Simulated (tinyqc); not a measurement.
Inside a calculation (part 2 of 2). Method: UHF in the sto-3g basis, for BeH2, spin multiplicity 1. Computed by tinyqc, a small Python program that keeps every step (integrals from PySCF). Command: `OMP_NUM_THREADS=1 python tinyqc.py 24296 24297 out.jsonl` (the two numbers bound the seeds that draw the settings). One thread of a shared host (Intel(R) Xeon(R) Processor @ 2.60GHz), about 0.1 s of CPU time with the checks.

Geometry (angstrom):
```
atom         x          y         z
Be    0.000000   0.000000  0.000000
H     0.000000   1.365000  0.000000
H     0.000000  -1.365000  0.000000
```

## Iteration 2: diagonalisation and new density

extrapolated F(alpha) (hartree), lower triangle:
```
            1Be 1s     1Be 2s    1Be 2px    1Be 2py    1Be 2pz      2H 1s      3H 1s
1Be 1s   -4.520414
1Be 2s   -1.288799  -0.623627
1Be 2px   0.000265  -0.043093   0.208549
1Be 2py   0.000000   0.000000   0.000000  -0.225080
1Be 2pz   0.000022  -0.003535  -0.000283   0.000000   0.211976
2H 1s    -0.336385  -0.405341  -0.025660  -0.330950  -0.002105  -0.301906
3H 1s    -0.336385  -0.405341  -0.025660   0.330950  -0.002105  -0.043341  -0.301906
```

extrapolated F(beta) (hartree), lower triangle:
```
            1Be 1s     1Be 2s    1Be 2px    1Be 2py   1Be 2pz      2H 1s      3H 1s
1Be 1s   -4.520414
1Be 2s   -1.288799  -0.623627
1Be 2px  -0.000265   0.043093   0.208549
1Be 2py   0.000000   0.000000   0.000000  -0.225080
1Be 2pz  -0.000022   0.003535  -0.000283   0.000000  0.211976
2H 1s    -0.336385  -0.405341   0.025660  -0.330950  0.002105  -0.301906
3H 1s    -0.336385  -0.405341   0.025660   0.330950  0.002105  -0.043341  -0.301906
```

X, lower triangle:
```
            1Be 1s     1Be 2s   1Be 2px    1Be 2py   1Be 2pz      2H 1s     3H 1s
1Be 1s    1.028437
1Be 2s   -0.153171   1.247403
1Be 2px   0.000000   0.000000  1.000000
1Be 2py   0.000000   0.000000  0.000000   1.367474
1Be 2pz   0.000000   0.000000  0.000000   0.000000  1.000000
2H 1s     0.018590  -0.304894  0.000000  -0.436814  0.000000   1.293492
3H 1s     0.018590  -0.304894  0.000000   0.436814  0.000000  -0.100725  1.293492
```

Diagonalise F' = X^T F X, C = X C', fill 3 alpha and 3 beta electrons from the bottom; D(s) = C_occ C_occ^T. Each column has its largest component positive (the first on a tie).

F' = X^T F X (alpha) (hartree), lower triangle:
```
           1          2          3          4          5          6         7
1  -4.411100
2  -0.692237  -0.094315
3   0.005919  -0.038148   0.208549
4   0.000000   0.000000   0.000000   0.271180
5   0.000486  -0.003130  -0.000283   0.000000   0.211976
6  -0.049634  -0.327649  -0.017463  -0.465353  -0.001433   0.098240
7  -0.049634  -0.327649  -0.017463   0.465353  -0.001433  -0.119469  0.098240
```

orbital energies (alpha) (hartree): MO1 -4.523847, MO2 -0.451424, MO3 -0.414207, MO4 0.211075, MO5 0.212000, MO6 0.446078, MO7 0.903097

coefficients C (alpha):
```
               MO1        MO2        MO3        MO4        MO5        MO6        MO7
1Be 1s    0.991770  -0.221074   0.000000   0.004726   0.000000  -0.222107   0.000000
1Be 2s    0.031727   0.561456   0.000000   0.016493   0.000000   1.203696   0.000000
1Be 2px   0.000200   0.067397   0.000000   0.993349  -0.081765  -0.045053   0.000000
1Be 2py   0.000000   0.000000   0.501532   0.000000   0.000000   0.000000   1.414236
1Be 2pz   0.000016   0.005529   0.000000   0.081494   0.996652  -0.003696   0.000000
2H 1s    -0.003035   0.394093   0.408576  -0.063173   0.000000  -0.803333  -0.997894
3H 1s    -0.003035   0.394093  -0.408576  -0.063173   0.000000  -0.803333   0.997894
```

F' = X^T F X (beta) (hartree), lower triangle:
```
           1          2          3          4         5          6         7
1  -4.411100
2  -0.692237  -0.094315
3  -0.005919   0.038148   0.208549
4   0.000000   0.000000   0.000000   0.271180
5  -0.000486   0.003130  -0.000283   0.000000  0.211976
6  -0.049634  -0.327649   0.017463  -0.465353  0.001433   0.098240
7  -0.049634  -0.327649   0.017463   0.465353  0.001433  -0.119469  0.098240
```

orbital energies (beta) (hartree): MO1 -4.523847, MO2 -0.451424, MO3 -0.414207, MO4 0.211075, MO5 0.212000, MO6 0.446078, MO7 0.903097

coefficients C (beta):
```
               MO1        MO2        MO3        MO4        MO5        MO6        MO7
1Be 1s    0.991770  -0.221074   0.000000  -0.004726   0.000000  -0.222107   0.000000
1Be 2s    0.031727   0.561456   0.000000  -0.016493   0.000000   1.203696   0.000000
1Be 2px  -0.000200  -0.067397   0.000000   0.993349  -0.081765   0.045053   0.000000
1Be 2py   0.000000   0.000000   0.501532   0.000000   0.000000   0.000000   1.414236
1Be 2pz  -0.000016  -0.005529   0.000000   0.081494   0.996652   0.003696   0.000000
2H 1s    -0.003035   0.394093   0.408576   0.063173   0.000000  -0.803333  -0.997894
3H 1s    -0.003035   0.394093  -0.408576   0.063173   0.000000  -0.803333   0.997894
```

D(alpha) after iteration 2, lower triangle:
```
            1Be 1s    1Be 2s   1Be 2px    1Be 2py   1Be 2pz      2H 1s     3H 1s
1Be 1s    1.032481
1Be 2s   -0.092658  0.316239
1Be 2px  -0.014701  0.037847  0.004542
1Be 2py   0.000000  0.000000  0.000000   0.251534
1Be 2pz  -0.001206  0.003105  0.000373   0.000000  0.000031
2H 1s    -0.090134  0.221169  0.026560   0.204914  0.002179   0.322252
3H 1s    -0.090134  0.221169  0.026560  -0.204914  0.002179  -0.011616  0.322252
```

D(beta) after iteration 2, lower triangle:
```
            1Be 1s     1Be 2s    1Be 2px    1Be 2py    1Be 2pz      2H 1s     3H 1s
1Be 1s    1.032481
1Be 2s   -0.092658   0.316239
1Be 2px   0.014701  -0.037847   0.004542
1Be 2py   0.000000   0.000000   0.000000   0.251534
1Be 2pz   0.001206  -0.003105   0.000373   0.000000   0.000031
2H 1s    -0.090134   0.221169  -0.026560   0.204914  -0.002179   0.322252
3H 1s    -0.090134   0.221169  -0.026560  -0.204914  -0.002179  -0.011616  0.322252
```

## Iteration 8 (converged): orbitals

converged F(alpha) (hartree), lower triangle:
```
            1Be 1s     1Be 2s   1Be 2px    1Be 2py   1Be 2pz      2H 1s      3H 1s
1Be 1s   -4.517779
1Be 2s   -1.288026  -0.627370
1Be 2px   0.000000   0.000000  0.212553
1Be 2py   0.000000   0.000000  0.000000  -0.225676
1Be 2pz   0.000000   0.000000  0.000000   0.000000  0.212553
2H 1s    -0.336056  -0.407072  0.000000  -0.331099  0.000000  -0.302396
3H 1s    -0.336056  -0.407072  0.000000   0.331099  0.000000  -0.043881  -0.302396
```

converged F(beta) (hartree), lower triangle:
```
            1Be 1s     1Be 2s   1Be 2px    1Be 2py   1Be 2pz      2H 1s      3H 1s
1Be 1s   -4.517779
1Be 2s   -1.288026  -0.627370
1Be 2px   0.000000   0.000000  0.212553
1Be 2py   0.000000   0.000000  0.000000  -0.225676
1Be 2pz   0.000000   0.000000  0.000000   0.000000  0.212553
2H 1s    -0.336056  -0.407072  0.000000  -0.331099  0.000000  -0.302396
3H 1s    -0.336056  -0.407072  0.000000   0.331099  0.000000  -0.043881  -0.302396
```

As before.

F' = X^T F X (alpha) (hartree), lower triangle:
```
           1          2         3          4         5          6         7
1  -4.408600
2  -0.691366  -0.097870
3   0.000000   0.000000  0.212553
4   0.000000   0.000000  0.000000   0.270439
5   0.000000   0.000000  0.000000   0.000000  0.212553
6  -0.049286  -0.328765  0.000000  -0.465367  0.000000   0.098541
7  -0.049286  -0.328765  0.000000   0.465367  0.000000  -0.119399  0.098541
```

orbital energies (alpha) (hartree): MO1 -4.521214, MO2 -0.451618, MO3 -0.414462, MO4 0.212553, MO5 0.212553, MO6 0.445503, MO7 0.902840

coefficients C (alpha):
```
               MO1        MO2        MO3        MO4       MO5        MO6        MO7
1Be 1s    0.991760  -0.221898   0.000000   0.000000  0.000000  -0.221378   0.000000
1Be 2s    0.031781   0.564554   0.000000   0.000000  0.000000   1.202358   0.000000
1Be 2px   0.000000   0.000000   0.000000  -0.012942  0.999916   0.000000   0.000000
1Be 2py   0.000000   0.000000   0.502054   0.000000  0.000000   0.000000   1.414051
1Be 2pz   0.000000   0.000000   0.000000   0.999916  0.012942   0.000000   0.000000
2H 1s    -0.003074   0.393785   0.408207   0.000000  0.000000  -0.805964  -0.998045
3H 1s    -0.003074   0.393785  -0.408207   0.000000  0.000000  -0.805964   0.998045
```

F' = X^T F X (beta) (hartree), lower triangle:
```
           1          2         3          4         5          6         7
1  -4.408600
2  -0.691366  -0.097870
3   0.000000   0.000000  0.212553
4   0.000000   0.000000  0.000000   0.270439
5   0.000000   0.000000  0.000000   0.000000  0.212553
6  -0.049286  -0.328765  0.000000  -0.465367  0.000000   0.098541
7  -0.049286  -0.328765  0.000000   0.465367  0.000000  -0.119399  0.098541
```

orbital energies (beta) (hartree): MO1 -4.521214, MO2 -0.451618, MO3 -0.414462, MO4 0.212553, MO5 0.212553, MO6 0.445503, MO7 0.902840

coefficients C (beta):
```
               MO1        MO2        MO3       MO4        MO5        MO6        MO7
1Be 1s    0.991760  -0.221898   0.000000  0.000000   0.000000  -0.221378   0.000000
1Be 2s    0.031781   0.564554   0.000000  0.000000   0.000000   1.202358   0.000000
1Be 2px   0.000000   0.000000   0.000000  0.464982   0.885320   0.000000   0.000000
1Be 2py   0.000000   0.000000   0.502054  0.000000   0.000000   0.000000   1.414051
1Be 2pz   0.000000   0.000000   0.000000  0.885320  -0.464982   0.000000   0.000000
2H 1s    -0.003074   0.393785   0.408207  0.000000   0.000000  -0.805964  -0.998045
3H 1s    -0.003074   0.393785  -0.408207  0.000000   0.000000  -0.805964   0.998045
```

D(alpha) after iteration 8, lower triangle:
```
            1Be 1s    1Be 2s   1Be 2px    1Be 2py   1Be 2pz      2H 1s     3H 1s
1Be 1s    1.032827
1Be 2s   -0.093754  0.319732
1Be 2px   0.000000  0.000000  0.000000
1Be 2py   0.000000  0.000000  0.000000   0.252058
1Be 2pz   0.000000  0.000000  0.000000   0.000000  0.000000
2H 1s    -0.090429  0.222215  0.000000   0.204942  0.000000   0.321709
3H 1s    -0.090429  0.222215  0.000000  -0.204942  0.000000  -0.011557  0.321709
```

D(beta) after iteration 8, lower triangle:
```
            1Be 1s    1Be 2s   1Be 2px    1Be 2py   1Be 2pz      2H 1s     3H 1s
1Be 1s    1.032827
1Be 2s   -0.093754  0.319732
1Be 2px   0.000000  0.000000  0.000000
1Be 2py   0.000000  0.000000  0.000000   0.252058
1Be 2pz   0.000000  0.000000  0.000000   0.000000  0.000000
2H 1s    -0.090429  0.222215  0.000000   0.204942  0.000000   0.321709
3H 1s    -0.090429  0.222215  0.000000  -0.204942  0.000000  -0.011557  0.321709
```

Within a degenerate level the vectors are fixed only up to a rotation; this is one choice.

## Convergence

Stop when the energy changes by less than 1e-09 hartree and every element of the error matrix X^T (F D S - S D F) X (for each spin) is below 9e-06.

Course of the cycle:
```
iteration   E (hartree)     change  largest element of the error matrix
1          -15.52147044          -                             6.54e-02
2          -15.54947181  -2.80e-02                             2.07e-02
3          -15.55478535  -5.31e-03                             1.16e-02
4          -15.55704231  -2.26e-03                             1.10e-03
5          -15.55706745  -2.51e-05                             9.77e-05
6          -15.55706752  -6.52e-08                             2.10e-05
7          -15.55706752  -2.11e-09                             3.06e-07
8          -15.55706752  -1.32e-12                             8.88e-09
```

PySCF UHF in the same basis, after a stability check = -15.55706752 hartree

Converged in 8 iterations.

## Populations, bond orders and dipole

overlap S, lower triangle:
```
           1Be 1s    1Be 2s   1Be 2px    1Be 2py   1Be 2pz     2H 1s     3H 1s
1Be 1s   1.000000
1Be 2s   0.259517  1.000000
1Be 2px  0.000000  0.000000  1.000000
1Be 2py  0.000000  0.000000  0.000000   1.000000
1Be 2pz  0.000000  0.000000  0.000000   0.000000  1.000000
2H 1s    0.065758  0.449887  0.000000   0.518757  0.000000  1.000000
3H 1s    0.065758  0.449887  0.000000  -0.518757  0.000000  0.031759  1.000000
```

Mulliken: Z minus the diagonal of D S on the atom; Loewdin: the same with S^(1/2) D S^(1/2); Mayer order: 2 sum_s sum (D(s) S)_ij (D(s) S)_ji over the two atoms.

Charges (e):
```
atom   Mulliken    Loewdin  Mulliken spin
1Be    0.086729   0.070497              0
2H    -0.043364  -0.035249              0
3H    -0.043364  -0.035249              0
```

Mayer bond orders:
```
pair     order
2-1   0.997376
3-1   0.997376
3-2   0.000743
```

dipole moment about the origin, x y z (debye): 0.000000  0.000000  0.000000

<S^2> of the determinant (pure state: 0) = 0.000000
